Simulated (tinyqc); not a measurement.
Resistance of a tapered via with liner, size effect and interface: via resistance against the sidewall angle.

A round via whose diameter grows from db at the bottom as D(z) = db + 2 z/tan(ang). The fill, of diameter D - 2 tl, starts above the bottom liner (thickness fb tl) and has rho = rho0 (1 + ks lam/(D - 2 tl)); the sidewall liner conducts in parallel with it. The bottom liner and the interface are crossed over the full area pi db^2/4. Spreading in the lines above and below is left out.

Slices between z0 = fb tl and hv, evaluated at their midpoints: conductance per length pi/4 [(D - 2 tl)^2/rho + (D^2 - (D - 2 tl)^2)/rl], slice resistance = slice height over that. 2000 slices. R_fill = sum of the slices; R_bottom = rl fb tl/(pi db^2/4); R_interface = ri/(pi db^2/4); ballistic (Sharvin) limit 1/(Sb pi (db - 2 tl)^2/4); ideal cylinder rho0 hv/(pi db^2/4).

Parameters, values chosen for the exercise; fill metal close to tungsten: diameter at the bottom db = 30 nm; height hv = 110 nm; bulk resistivity of the fill rho0 = 5.42 uohm cm; mean free path of the fill lam = 15.9 nm; size-effect factor ks = 1.2; liner on the sidewall tl = 3.5 nm; liner at the bottom over that on the sidewall fb = 1; resistivity of the liner rl = 220 uohm cm; interface resistivity at the bottom ri = 4.7e-12 ohm cm^2; ballistic conductance per area, about 3/(4 rho0 lam) Sb = 9.1e14 S/m^2.

The same in every row: R_bottom (ohm) = 10.893; R_interface (ohm) = 0.66491; ballistic limit (ohm) = 2.6449.

Via resistance against the sidewall angle:

| ang (degrees) | R_fill (ohm) | R (ohm) | R over ideal cylinder | largest part |
|---|---|---|---|---|
| 90 | 24.640 | 36.198 | 4.2916 | fill |
| 89 | 20.366 | 31.925 | 3.7850 | fill |
| 88 | 17.296 | 28.854 | 3.4209 | fill |
| 87 | 14.988 | 26.546 | 3.1473 | fill |
| 86 | 13.193 | 24.751 | 2.9345 | fill |
| 84 | 10.585 | 22.143 | 2.6253 | bottom liner |
| 82 | 8.7829 | 20.341 | 2.4117 | bottom liner |

What does the comparison show?

R falls from 36.2 to 20.3 ohm. The fill is the largest part at ang = 90, the bottom liner from 84 on. The share of the two bottom terms goes from 31.9 to 56.8 %.

Numbers from tinyqc (`OMP_NUM_THREADS=1 python tinyqc.py 2750065 2750066 out.jsonl`; about 0.01 s on one thread of a shared Intel Xeon 2.30GHz).
